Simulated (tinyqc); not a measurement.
Binding against well width: donor or exciton in a quantum well (variational effective-mass method). Computed by tinyqc, a small Python program. Command: `OMP_NUM_THREADS=1 python tinyqc.py 3018862 3018863 out.jsonl welldonor walk`. One thread of a shared host (Intel(R) Xeon(R) Processor @ 2.30GHz), about 0.04 s of CPU time with the checks.

H = -nabla^2 - 2/|r - r_i| + V(z) in effective units; trial function psi = f(z) exp(-|r - r_i|/lambda), f the ground state of the well. Mass and screening are the same in well and barrier; l = L/a* is the width in effective units. Bands are flat: no polarisation or applied field.

Inputs (values chosen for the exercise, modelled on ZnO):

| quantity | value | unit |
|---|---|---|
| electron mass m | 0.273 | m_0 |
| dielectric constant eps | 8.48 | - |
| well width L | 1.5 | nm |
| donor position z_i/L from the centre | 0.1 | - |

Centre: donor. Barriers: infinite.

Constants: Ry = 13.605693123 eV; a_0 = 0.529177210903 angstrom; hbar^2/(2 m_0) = 3.80998212 eV angstrom^2.

Method:
- Ry* = Ry m/eps^2, a* = a_0 eps/m; l = L/a*.
- k = pi/l; f = cos(k z) inside and zero outside; subband energy k^2 Ry*.
- Binding E_b(lambda) = -1/lambda^2 + 4 A/(lambda B), with A = int f^2 exp(-2 s/lambda) dz, B = int f^2 exp(-2 s/lambda)(1 + 2 s/lambda) dz and s = |z - z_i|; 40 Gauss-Legendre points on each piece between the walls at z = -l/2 and l/2 and z_i.
- Each row maximises over lambda (golden section, 0.3 to 4).

a* = 1.64374 nm

Ry* = 51.6525 meV

Against width:

| L (nm) | lambda (a*) | binding (Ry*) | binding (meV) |
|---|---|---|---|
| 0.83 | 0.7151 | 2.6639 | 137.60 |
| 1.50 | 0.8136 | 2.2355 | 115.47 |
| 2.70 | 0.9245 | 1.8258 | 94.31 |
| 4.80 | 1.0186 | 1.4846 | 76.68 |

What does the comparison show, and why?

The binding is largest in the narrowest well, 2.664 Ry* at 0.83 nm, on the way to 4. In the widest well it is 1.485 Ry*. In the narrow rows the confinement energy passes real barrier heights: infinite walls and a parabolic band fail, and with real barriers the binding peaks and falls. Caution: so narrow a well has large confinement energy, where non-parabolicity and barrier penetration matter.

Extremes, crossings and ranges named in words are read from the listed rows.
